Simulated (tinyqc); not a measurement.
Worked calculation: lattice vibrations of a chain. One step of it, computed by the program tinyqc.

Task: Frequencies. omega^2 are the eigenvalues; wavenumber = 521.4708 sqrt(eigenvalue) 1/cm.

D(q) (eV/(angstrom^2 u)):
```
[[1.253012, -0.358874+0.009650i, -0.299709+0.392577i],
 [-0.358874-0.009650i, 0.262915, -0.042239+0.007251i],
 [-0.299709-0.392577i, -0.042239-0.007251i, 0.431293]]
```

Give: eigenvalues; wavenumbers; weights |e|^2 of the mass-weighted modes.

Result:

eigenvalues: [0.0149, 0.3714, 1.5609]

wavenumbers (1/cm): [63.7, 317.8, 651.5]

weights |e|^2 of the mass-weighted modes, order atom 1, atom 2, atom 3:
```
[[0.1840, 0.0197, 0.7963],
 [0.4927, 0.4508, 0.0565],
 [0.3232, 0.5295, 0.1472]]
```
